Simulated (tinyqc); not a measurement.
The choice of windows: ionisation potential and affinity of a slab from the planar-averaged potential.

A model of the planar-averaged electrostatic energy of an electron in a periodic cell of N1 periods of A (L1 = N1 n1 h) and N2 periods of vacuum (L2 = N2 n2 h), on z_j = j h: V(z) = f VA + (1 - f) VB + F t(z), VA = V1[0] + V1[1] cos(2 pi z/(n1 h)) + V1[2] cos(4 pi z/(n1 h)), VB the same with V2, n2 and z - L1. f = [tanh(z/w) - tanh((z - L1)/w) + tanh((z - L1 - L2)/w)]/2 + 1/2; t(z) = z - L1/2 in A and (L1/L2)(L1 + L2/2 - z) beyond, so that the cell is periodic.

Running mean over n points, periodic: for odd n the plain mean of the n points centred on j; for even n the n + 1 points with half weight at both ends. The macroscopic average applies the mean over n1 points and then over n2 points.

Inputs chosen for the exercise (gap near that of GaN; not measured data):
- h = 0.25 angstrom (grid step)
- n1 = 5 (grid points per period of A)
- n2 = 7 (grid points per period of the vacuum filter)
- N1 = 5 (periods of A)
- N2 = 5 (periods of vacuum)
- V1 = (-5.13, 1.46, 0.01) eV (mean and two harmonics of the potential in A)
- V2 = (0, 0, 0) eV (the same in vacuum)
- w = 0.45 angstrom (width of the interfaces)
- F = 0 eV/angstrom (slope in A from opposite charges on the two interfaces)

dV read at j = 12 and 42 after means over the numbers of points listed; ripple is the spread over the five points around each.

Results:

| windows | dV (eV) | ripple in A (meV) | ripple in vacuum (meV) |
|---|---|---|---|
| none | 6.308 | 2648 | 0 |
| 5 only | 5.130 | 0 | 0 |
| 7 only | 4.857 | 609 | 0 |
| 6 only | 4.971 | 355 | 0 |
| 6, 8 | 5.156 | 61 | 0 |
| 5, 7 | 5.130 | 1 | 0 |

Which rows can be used, and how does a wrong window show?

The last row matches both periods and lies 0 meV from the value of a thick cell, V2[0] - V1[0] = 5.130 eV. Against it the raw potential errs by +1.18 eV. Within 20 meV of it lie: 5 only. A window one point too long leaves a ripple of 355 meV in A, against 1 meV in the last row: the ripple is the sign to look for. Rows to use, with under 30 meV of ripple in both regions once the tilt is taken off: 5 only and 5, 7. A row with a large ripple can hit the right value only by chance.

tinyqc: `OMP_NUM_THREADS=1 python tinyqc.py 1880658 1880659 out.jsonl`; about 0.01 s, one thread, shared Intel(R) Xeon(R) Processor @ 2.30GHz.
